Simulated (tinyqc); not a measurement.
Avrami exponent and activation energy from three anneals.

Problem. Isothermal crystallisation follows X = 1 - exp(-(k t)^n) with k proportional to exp(-Ec q/(kB T)). Find n, k at both temperatures and Ec.

Constants: q = 1.602176634e-19 C, kB = 1.380649e-23 J/K. Results are converted to the units shown.

X at (440 K, 860 s), (440 K, 1720 s) and (460 K, 34 s): [0.37259462, 0.73246541, 0.50721328]

Solution. -ln(1 - X) = (k t)^n: the two times give n, and the two rates give Ec.

n = 1.50
k at 440 K = 6.99e-4 1/s
k at 460 K = 0.0234 1/s
Ec = 3.06 eV

Numbers from tinyqc (`OMP_NUM_THREADS=1 python tinyqc.py 2490035 2490036 out.jsonl`; about 0.02 s on one thread of a shared Intel Xeon 2.30GHz).
